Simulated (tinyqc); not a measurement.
A tight-binding chain with uneven site energies, recursive Green functions: two steps of the calculation.

The device has N = 8 slices of 1 site(s), nearest-neighbour hopping -t, and site energies U; the leads are semi-infinite continuations with site energy 0. V = <i+1|H|i> = -t 1.

Values chosen for this exercise: hopping (matrix element -t) t = 1.5 eV.

Question 1. Backward pass. Backward pass: G_NN = g_N, G_ii = g_i + g_i V^dagger G_(i+1,i+1) V g_i; local density of states -Im G_ii/pi on each site.

```
site,g_i (1/eV)
1,-0.41783034-0.20882044i
2,0.52517428-0.13861496i
3,0.46839815-0.06995244i
4,0.36964581-0.02157916i
5,0.74071585-0.02667369i
6,0.52211910-0.01637691i
7,0.44133910-0.00717917i
8,0.25791396-0.95808850i
```

Find: G_ii; local density of states.

Answer 1.

```
site,G_ii (1/eV),local density of states (1/eV)
1,0.0897-0.0242i,0.00769
2,0.9214-0.6011i,0.19132
3,0.8630-0.3113i,0.09909
4,0.8876-0.2289i,0.07287
5,1.7457-0.4722i,0.15032
6,0.8369-0.3011i,0.09583
7,0.5407-0.4306i,0.13707
8,0.2579-0.9581i,0.30497
```

A site of an infinite clean chain has 1/(pi sqrt(4 t^2 - x^2)) = 0.166 1/eV at this energy (x counted from the band centre); the device goes from 0.00769 (site 1) to 0.305 (site 8).

Question 2. States fed from the left, and the bond current. The full first column follows backwards from c_N = G_(N,1): c_i = G_(i,1)(forward) + g_i V^dagger c_(i+1). The density of states fed by the left lead is Gamma |c_i|^2/(2 pi), and the current on bond i is 2 t Gamma Im(c_(i+1) conj(c_i)) in units of T(E).

```
site,g_i (1/eV),"G_(i,1) of the forward pass (1/eV)"
1,-0.41783034-0.20882044i,-0.41783034-0.20882044i
2,0.52517428-0.13861496i,0.37256907+0.07762438i
3,0.46839815-0.06995244i,-0.26991102-0.01544550i
4,0.36964581-0.02157916i,0.15015717-0.00017263i
5,0.74071585-0.02667369i,-0.16682878+0.00619968i
6,0.52211910-0.01637691i,0.13050444-0.00895366i
7,0.44133910-0.00717917i,-0.08629865+0.00733277i
8,0.25791396-0.95808850i,0.02284827-0.12685945i
```

Gamma = 1.9141317 eV

Find: c_i; density fed from the left; bond current.

Answer 2.

```
site,c_i (1/eV),density fed from the left (1/eV)
1,0.08971-0.02416i,0.00263
2,0.76578-0.08808i,0.18101
3,-0.51854+0.07349i,0.08356
4,0.36465-0.07212i,0.04209
5,-0.39307+0.10682i,0.05055
6,0.20662-0.08312i,0.01511
7,-0.10006+0.09156i,0.00560
8,0.02285-0.12686i,0.00506
```

```
bond,bond current
1,0.060877
2,0.060877
3,0.060877
4,0.060877
5,0.060877
6,0.060877
7,0.060877
```

The bond current is the same on every bond and equals T(E): the current is conserved.

Program tinyqc, `OMP_NUM_THREADS=1 python tinyqc.py 2660026 2660027 out.jsonl`; Intel Xeon 2.30GHz, shared host, one thread, about 0.02 s.
